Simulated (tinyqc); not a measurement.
## Pinning of the barrier by interface states

Cowley-Sze model with the space charge neglected: phiB = S (phiM - chi) + (1 - S)(Eg - phi0), S = 1/(1 + q Dit dl/(eps0 ei)), dl in cm.

Parameters, values chosen for the exercise; band and dielectric values close to those of gallium nitride: band gap Eg = 3.43 eV; electron affinity chi = 4.02 eV; thickness of the interfacial layer dl = 0.2 nm; relative permittivity of the interfacial layer ei = 3.9; neutral level above the valence band phi0 = 1.21 eV; metal work function phiM = 5.04 eV.

Constants: q = 1.602176634e-19 C, eps0 = 8.8541878128e-14 F/cm where lengths are in cm. Results are converted to the units shown.

Pinning of the barrier by interface states:
```
Dit (cm^-2 eV^-1)	S	phiB (eV)	change of phiB for 0.5 eV more work function (eV)
1e11	0.9991	1.021	0.4995
3e11	0.9972	1.023	0.4986
1e12	0.9908	1.031	0.4954
3e12	0.9729	1.053	0.4865
1e13	0.9151	1.122	0.4575
3e13	0.7822	1.281	0.3911
1e14	0.5187	1.598	0.2593
3e14	0.2643	1.903	0.1321
1e15	0.09728	2.103	0.04864
```

What does the comparison show?

S falls from 0.999 to 0.0973, passing 1/2 at Dit = eps0 ei/(q dl) = 1.08e14 cm^-2 eV^-1. The barrier rises from 1.02 to 2.10 eV, from near the Schottky-Mott value phiM - chi = 1.02 eV towards the pinned value Eg - phi0 = 2.22 eV.

Numbers from tinyqc (`OMP_NUM_THREADS=1 python tinyqc.py 2020153 2020154 out.jsonl`; about 0.2 s on one thread of a shared Intel Xeon 2.30GHz).
